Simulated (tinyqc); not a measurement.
Equilibrium crystal shape, supported particles, Gibbs-Thomson effect and coarsening: one step, computed by the program tinyqc.

A cubic crystal bounded by {100}, {110} and {111} facets only.

Problem. Chemical potential of the particle. For the Wulff shape mu - mu(bulk) = 2 Omega gamma/h, with gamma and h = lambda gamma the energy and distance of any one facet plane, here (111); the vapour pressure rises by exp[(mu - mu(bulk))/(k_B T)].

Inputs (values chosen for the exercise, for a model cubic crystal): temperature T = 575 K.

Omega = 16.61 angstrom^3

gamma (J/m^2): (100) 1.07, (110) 1.11, (111) 0.91

distances of the planes from the centre (nm): {100} 6.121270, {110} 6.350103, {111} 5.205940

Constants: e = 1.602176634e-19 C; k_B = 8.617333262e-05 eV/K.

Give: mu - mu(bulk); pressure ratio.

Solution.

mu - mu(bulk) = 36.244 meV

pressure ratio = 2.0781
